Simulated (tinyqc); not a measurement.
Inside a calculation. Method: Hueckel theory of the pi electrons, for the molecule c1ccc2cc3ccccc3cc2c1 (SMILES; centres numbered as the heavy atoms are written). Computed by tinyqc, a small Python program that keeps every step. Settings: charge = 0. Command: `OMP_NUM_THREADS=1 python tinyqc.py 29535 29536 out.jsonl` (the two numbers bound the seeds that draw the settings). One thread of a shared host (Intel(R) Xeon(R) Processor @ 2.60GHz), about 0.01 s of CPU time with the checks.

## The Hueckel matrix

Centres:
```
centre  z_r, pi electrons of the neutral centre        h
1C                                            1  0.00000
2C                                            1  0.00000
3C                                            1  0.00000
4C                                            1  0.00000
5C                                            1  0.00000
6C                                            1  0.00000
7C                                            1  0.00000
8C                                            1  0.00000
9C                                            1  0.00000
10C                                           1  0.00000
11C                                           1  0.00000
12C                                           1  0.00000
13C                                           1  0.00000
14C                                           1  0.00000
```

Bonds:
```
i    j  k
1    2  1
2    3  1
3    4  1
4    5  1
5    6  1
6    7  1
7    8  1
8    9  1
9   10  1
10  11  1
11  12  1
12  13  1
13  14  1
14   1  1
13   4  1
11   6  1
```

H_rr = alpha + h_r beta, H_rs = k_rs beta for bonded centres.

Hueckel matrix in units of beta (H = alpha + beta A), order 1C, 2C, 3C, 4C, 5C, 6C, 7C, 8C, 9C, 10C, 11C, 12C, 13C, 14C:
```
[[0.00000, 1.00000, 0.00000, 0.00000, 0.00000, 0.00000, 0.00000, 0.00000, 0.00000, 0.00000, 0.00000, 0.00000, 0.00000, 1.00000],
 [1.00000, 0.00000, 1.00000, 0.00000, 0.00000, 0.00000, 0.00000, 0.00000, 0.00000, 0.00000, 0.00000, 0.00000, 0.00000, 0.00000],
 [0.00000, 1.00000, 0.00000, 1.00000, 0.00000, 0.00000, 0.00000, 0.00000, 0.00000, 0.00000, 0.00000, 0.00000, 0.00000, 0.00000],
 [0.00000, 0.00000, 1.00000, 0.00000, 1.00000, 0.00000, 0.00000, 0.00000, 0.00000, 0.00000, 0.00000, 0.00000, 1.00000, 0.00000],
 [0.00000, 0.00000, 0.00000, 1.00000, 0.00000, 1.00000, 0.00000, 0.00000, 0.00000, 0.00000, 0.00000, 0.00000, 0.00000, 0.00000],
 [0.00000, 0.00000, 0.00000, 0.00000, 1.00000, 0.00000, 1.00000, 0.00000, 0.00000, 0.00000, 1.00000, 0.00000, 0.00000, 0.00000],
 [0.00000, 0.00000, 0.00000, 0.00000, 0.00000, 1.00000, 0.00000, 1.00000, 0.00000, 0.00000, 0.00000, 0.00000, 0.00000, 0.00000],
 [0.00000, 0.00000, 0.00000, 0.00000, 0.00000, 0.00000, 1.00000, 0.00000, 1.00000, 0.00000, 0.00000, 0.00000, 0.00000, 0.00000],
 [0.00000, 0.00000, 0.00000, 0.00000, 0.00000, 0.00000, 0.00000, 1.00000, 0.00000, 1.00000, 0.00000, 0.00000, 0.00000, 0.00000],
 [0.00000, 0.00000, 0.00000, 0.00000, 0.00000, 0.00000, 0.00000, 0.00000, 1.00000, 0.00000, 1.00000, 0.00000, 0.00000, 0.00000],
 [0.00000, 0.00000, 0.00000, 0.00000, 0.00000, 1.00000, 0.00000, 0.00000, 0.00000, 1.00000, 0.00000, 1.00000, 0.00000, 0.00000],
 [0.00000, 0.00000, 0.00000, 0.00000, 0.00000, 0.00000, 0.00000, 0.00000, 0.00000, 0.00000, 1.00000, 0.00000, 1.00000, 0.00000],
 [0.00000, 0.00000, 0.00000, 1.00000, 0.00000, 0.00000, 0.00000, 0.00000, 0.00000, 0.00000, 0.00000, 1.00000, 0.00000, 1.00000],
 [1.00000, 0.00000, 0.00000, 0.00000, 0.00000, 0.00000, 0.00000, 0.00000, 0.00000, 0.00000, 0.00000, 0.00000, 1.00000, 0.00000]]
```

## Orbitals

pi electrons, sum of z_r less the charge = 14

Diagonalise; E = alpha + x beta with beta < 0, so the largest x are filled first; degenerate levels share their electrons. P = sum n_i c_ri c_si; each orbital has its largest coefficient positive (the first on a tie).

x values: [2.41421, 2.00000, 1.41421, 1.41421, 1.00000, 1.00000, 0.41421, -0.41421, -1.00000, -1.00000, -1.41421, -1.41421, -2.00000, -2.41421]

occupations: [2.00000, 2.00000, 2.00000, 2.00000, 2.00000, 2.00000, 2.00000, 0.00000, 0.00000, 0.00000, 0.00000, 0.00000, 0.00000, 0.00000]

coefficients, order 1C, 2C, 3C, 4C, 5C, 6C, 7C, 8C, 9C, 10C, 11C, 12C, 13C, 14C:
```
[[0.15195, 0.28868, 0.42235, 0.01387, 0.40794, 0.01595, 0.21987, 0.21987, 0.00000, 0.40825, 0.00000, 0.42258, 0.28868, -0.15195],
 [0.15195, 0.28868, 0.36571, -0.21172, 0.19015, 0.36126, -0.21987, 0.21987, 0.35355, -0.20412, -0.22361, -0.35857, -0.28868, 0.15195],
 [0.21488, 0.28868, 0.09485, -0.31328, -0.21778, 0.34531, -0.31094, -0.31094, -0.35355, -0.20412, 0.31623, 0.08452, 0.28868, -0.21488],
 [0.36683, 0.28868, -0.23158, -0.23133, -0.40794, -0.01595, 0.09107, -0.09107, 0.00000, 0.40825, -0.22361, 0.23905, -0.28868, 0.36683],
 [0.30389, 0.00000, -0.32750, -0.32715, 0.00000, 0.00000, 0.43973, 0.43973, 0.00000, 0.00000, 0.31623, -0.33806, 0.00000, -0.30389],
 [0.36683, -0.28868, -0.23158, -0.23133, 0.40794, 0.01595, 0.09107, -0.09107, 0.00000, -0.40825, -0.22361, 0.23905, 0.28868, 0.36683],
 [0.21488, -0.28868, 0.09485, -0.31328, 0.21778, -0.34531, -0.31094, -0.31094, 0.35355, 0.20412, 0.31623, 0.08452, -0.28868, -0.21488],
 [0.15195, -0.28868, 0.36571, -0.21172, -0.19015, -0.36126, -0.21987, 0.21987, -0.35355, 0.20412, -0.22361, -0.35857, 0.28868, 0.15195],
 [0.15195, -0.28868, 0.42235, 0.01387, -0.40794, -0.01595, 0.21987, 0.21987, 0.00000, -0.40825, 0.00000, 0.42258, -0.28868, -0.15195],
 [0.21488, -0.28868, 0.23158, 0.23133, -0.21778, 0.34531, 0.31094, -0.31094, 0.35355, 0.20412, 0.22361, -0.23905, 0.28868, 0.21488],
 [0.36683, -0.28868, -0.09485, 0.31328, 0.19015, 0.36126, -0.09107, -0.09107, -0.35355, 0.20412, -0.31623, -0.08452, -0.28868, -0.36683],
 [0.30389, 0.00000, -0.13413, 0.44305, 0.00000, 0.00000, -0.43973, 0.43973, 0.00000, 0.00000, 0.44721, 0.11952, 0.00000, 0.30389],
 [0.36683, 0.28868, -0.09485, 0.31328, -0.19015, -0.36126, -0.09107, -0.09107, 0.35355, -0.20412, -0.31623, -0.08452, 0.28868, -0.36683],
 [0.21488, 0.28868, 0.23158, 0.23133, 0.21778, -0.34531, 0.31094, -0.31094, -0.35355, -0.20412, 0.22361, -0.23905, -0.28868, 0.21488]]
```

charge and bond-order matrix P, order 1C, 2C, 3C, 4C, 5C, 6C, 7C, 8C, 9C, 10C, 11C, 12C, 13C, 14C:
```
[[1.00000, 0.58587, 0.00000, -0.21717, 0.00000, 0.11616, 0.00000, -0.08080, 0.00000, 0.07073, 0.00000, -0.20203, 0.00000, 0.73739],
 [0.58587, 1.00000, 0.73739, 0.00000, -0.20203, 0.00000, 0.07073, 0.00000, -0.08080, 0.00000, 0.11616, 0.00000, -0.21717, 0.00000],
 [0.00000, 0.73739, 1.00000, 0.53536, 0.00000, -0.13130, 0.00000, 0.07073, 0.00000, -0.03536, 0.00000, 0.10102, 0.00000, -0.36870],
 [-0.21717, 0.00000, 0.53536, 1.00000, 0.60609, 0.00000, -0.13130, 0.00000, 0.11616, 0.00000, -0.18181, 0.00000, 0.48486, 0.00000],
 [0.00000, -0.20203, 0.00000, 0.60609, 1.00000, 0.60609, 0.00000, -0.20203, 0.00000, 0.10102, 0.00000, -0.40406, 0.00000, 0.10102],
 [0.11616, 0.00000, -0.13130, 0.00000, 0.60609, 1.00000, 0.53536, 0.00000, -0.21717, 0.00000, 0.48486, 0.00000, -0.18181, 0.00000],
 [0.00000, 0.07073, 0.00000, -0.13130, 0.00000, 0.53536, 1.00000, 0.73739, 0.00000, -0.36870, 0.00000, 0.10102, 0.00000, -0.03536],
 [-0.08080, 0.00000, 0.07073, 0.00000, -0.20203, 0.00000, 0.73739, 1.00000, 0.58587, 0.00000, -0.21717, 0.00000, 0.11616, 0.00000],
 [0.00000, -0.08080, 0.00000, 0.11616, 0.00000, -0.21717, 0.00000, 0.58587, 1.00000, 0.73739, 0.00000, -0.20203, 0.00000, 0.07073],
 [0.07073, 0.00000, -0.03536, 0.00000, 0.10102, 0.00000, -0.36870, 0.00000, 0.73739, 1.00000, 0.53536, 0.00000, -0.13130, 0.00000],
 [0.00000, 0.11616, 0.00000, -0.18181, 0.00000, 0.48486, 0.00000, -0.21717, 0.00000, 0.53536, 1.00000, 0.60609, 0.00000, -0.13130],
 [-0.20203, 0.00000, 0.10102, 0.00000, -0.40406, 0.00000, 0.10102, 0.00000, -0.20203, 0.00000, 0.60609, 1.00000, 0.60609, 0.00000],
 [0.00000, -0.21717, 0.00000, 0.48486, 0.00000, -0.18181, 0.00000, 0.11616, 0.00000, -0.13130, 0.00000, 0.60609, 1.00000, 0.53536],
 [0.73739, 0.00000, -0.36870, 0.00000, 0.10102, 0.00000, -0.03536, 0.00000, 0.07073, 0.00000, -0.13130, 0.00000, 0.53536, 1.00000]]
```

Within a degenerate level the vectors are fixed only up to a rotation; this is one choice.

## Energy, charges, bond orders

E = sum n x; q_r = z_r - P_rr; bond order p = P_rs; free valence = sqrt(3) - sum of p over the bonds of the atom.

pi energy = 14 alpha + this times beta = 19.31371

pi charges: [0.00000, 0.00000, 0.00000, 0.00000, 0.00000, 0.00000, 0.00000, 0.00000, 0.00000, 0.00000, 0.00000, 0.00000, 0.00000, 0.00000]

Bond orders and lengths from R = 1.517 - 0.180 p (angstrom, C-C alone):
```
bond         p        R
1-2    0.58587  1.41154
2-3    0.73739  1.38427
3-4    0.53536  1.42063
4-5    0.60609  1.40790
5-6    0.60609  1.40790
6-7    0.53536  1.42063
7-8    0.73739  1.38427
8-9    0.58587  1.41154
9-10   0.73739  1.38427
10-11  0.53536  1.42063
11-12  0.60609  1.40790
12-13  0.60609  1.40790
13-14  0.53536  1.42063
14-1   0.73739  1.38427
13-4   0.48486  1.42973
11-6   0.48486  1.42973
```

free valence of the carbons: [0.40878, 0.40878, 0.45929, 0.10574, 0.51987, 0.10574, 0.45929, 0.40878, 0.40878, 0.45929, 0.10574, 0.51987, 0.10574, 0.45929]

gap between the highest filled and the next level = 0.82843 |beta|
